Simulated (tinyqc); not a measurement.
Reverse leakage of an n+-p junction: diffusion, generation, trap-assisted and band-to-band tunnelling: one step of the calculation.

One-sided abrupt junction in the depletion approximation, x from the junction (0) to W on the p side, field F = F0 (1 - x/W). Flat quasi-Fermi levels, long p side. Traps generate through SRH with both lifetimes shortened by 1 + Gamma (Hurkx enhancement, form for moderate fields); band-to-band generation is local and needs a total bending above Eg.

Task. Field, scales and diffusion current. ni = sqrt(Nc Nv) exp(-Eg/(2 Vt)), Eg in volts; Vbi = Vt ln(Na Nd/ni^2); W = sqrt(2 eps0 eps_r (Vbi + VR)/(q Na)); F0 = 2 (Vbi + VR)/W; FG = sqrt(24 mt m0 (kB T)^3)/(q hbar); J_diff = q ni^2 sqrt(Dn/tau)(1 - exp(-VR/Vt))/Na.

Parameters, values chosen for the exercise; band and dielectric values those of a made-up semiconductor:
- T = 300 K (temperature)
- Eg = 1.12 eV (band gap)
- eps_r = 11.6 (relative permittivity)
- Nc = 2.86e19 cm^-3 (conduction-band density of states at T)
- Nv = 3.43e19 cm^-3 (valence-band density of states at T)
- Na = 5.1e17 cm^-3 (acceptor density of the lighter side)
- Nd = 5e19 cm^-3 (donor density of the heavier side)
- tau = 1e-7 s (SRH lifetime of both carriers at zero field)
- mt = 0.26 m0 (tunnelling mass)
- Dn = 4.5 cm^2/s (electron diffusion coefficient on the lighter side)
- VR = 2.3 V (reverse bias)

Constants: q = 1.602176634e-19 C, kB = 1.380649e-23 J/K, hbar = 1.054571817e-34 J s, m0 = 9.1093837015e-31 kg, Vt = kB T/q, eps0 = 8.8541878128e-14 F/cm where lengths are in cm. Results are converted to the units shown.

Give: ni; Vbi; W; F0; FG; J_diff.

Result.

ni = 1.2253e10 cm^-3
Vbi = 1.0256 V
W = 91.436 nm
F0 = 727.43 kV/cm
FG = 376.15 kV/cm
J_diff = 3.1640e-13 A/cm^2

Range of the model: The n+ side is degenerate, so Vbi from Boltzmann statistics is only a guide.

Program tinyqc, `OMP_NUM_THREADS=1 python tinyqc.py 2290110 2290111 out.jsonl`; Intel Xeon 2.30GHz, shared host, one thread, about 0.01 s.
